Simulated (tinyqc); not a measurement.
What moves the results: cylindrical quantum wire. A value that a table varies takes the place of the one given here.

A cylinder of radius R, isotropic masses, c = hbar^2/2m0, k = sqrt(mw E/c), kappa = sqrt(mb (V0 - E)/c). State (n, m) is J_m(k r) inside and K_m(kappa r) outside; psi and psi'/m are continuous: (k/mw) J_m'(kR)/J_m(kR) = (kappa/mb) K_m'(kappa R)/K_m(kappa R).

With hard walls E = c (x/R)^2/mw, x a zero of J_m: (1,0) 2.404826; (2,0) 5.520078; (1,1) 3.831706; (2,1) 7.015587; (1,2) 5.135622; (2,2) 8.417244; (1,3) 6.380162; (2,3) 9.761023.

Constants: hbar^2/2m0 = 3.80998211 eV angstrom^2.

Values chosen for the exercise (near those of a non-polar GaN wire in AlGaN; shifted at random, so the results belong to these values and not to a real crystal):
- V0 = 0.24 eV (barrier height)
- mw = 0.208 m0 (mass inside)
- mb = 0.219 m0 (mass outside)
- Rs = (14, 20, 28, 40, 56, 80, 112) angstrom (radii)
- R = 40 angstrom (radius)

## Radius

The two lowest states against R; a dash marks an unbound state.

Levels (eV):

| R (angstrom) | (1,0) | (1,1) | (1,0), hard walls | flat well of width 2R |
|---|---|---|---|---|
| 14 | 0.1724 | - | 0.5405 | 0.0818 |
| 20 | 0.1178 | - | 0.2648 | 0.0527 |
| 28 | 0.0751 | 0.1803 | 0.1351 | 0.0327 |
| 40 | 0.0436 | 0.1086 | 0.0662 | 0.0188 |
| 56 | 0.0250 | 0.0629 | 0.0338 | 0.0107 |
| 80 | 0.0134 | 0.0338 | 0.0166 | 0.0057 |
| 112 | 0.0072 | 0.0183 | 0.0084 | 0.0031 |

The lowest state is bound at every radius listed. (1,1) becomes bound between 20 and 28 angstrom. At the largest radius the level is 0.86 of the hard-wall value and 2.34 times that of the flat well (the hard-wall ratio is 2.34); the exponent d ln E/d ln R between the last two radii is -1.82.

## Shape and dimension

Lowest level with hard walls: film c (pi/2R)^2/mw, cylinder c (2.404826/R)^2/mw, sphere c (pi/R)^2/mw, square or cube of side a: 2 or 3 times c (pi/a)^2/mw; c = hbar^2/2m0. Finite barriers V0 with outer mass mb and psi, psi'/m continuous for film, cylinder and sphere (not separable for the square and the cube: dash).

Lowest level (eV):

| shape | hard walls | finite barrier |
|---|---|---|
| film, width 2R | 0.0282 | 0.0188 |
| cylinder, radius R | 0.0662 | 0.0436 |
| square wire of equal area | 0.0719 | - |
| sphere, radius R | 0.1130 | 0.0736 |
| cube of equal volume | 0.1304 | - |

With hard walls the levels of film, cylinder and sphere stand as 1 : 2.34 : 4.00; with the finite barrier as 1 : 2.32 : 3.92. The square lies 8.6 % above the circle of equal area and the cube 15.5 % above the sphere of equal volume: round shapes give the lowest level for a given size.

## What each parameter does

The lowest level (1,0) and its distance to V0. Each row changes one parameter from the base and keeps the others.

Results:

| case | E (eV) | V0 - E (eV) | k R |
|---|---|---|---|
| base | 0.0436 | 0.1964 | 1.9515 |
| R = 44 angstrom | 0.0374 | 0.2026 | 1.9873 |
| V0 = 0.204 eV | 0.0422 | 0.1618 | 1.9189 |
| mw = 0.1872 m0 | 0.0464 | 0.1936 | 1.9094 |
| mb = 0.1752 m0 | 0.0455 | 0.1945 | 1.9934 |

The largest shifts from the base row, up to three for each result and ties (the steps differ in size, so this ranks the rows, not the parameters). E (eV): R -0.0062, mw +0.0028, mb +0.0019. V0 - E (eV): V0 -0.0346, R +0.0062, mw -0.0028. k R: mw -0.0421, mb +0.0419, R +0.0358.

Computed by tinyqc, a small Python program: `OMP_NUM_THREADS=1 python tinyqc.py 1282372 1282373 out.jsonl` (the numbers bound the seed that draws the inputs); one thread of a shared host (Intel(R) Xeon(R) Processor @ 2.30GHz), about 0.05 s for the whole set of steps.
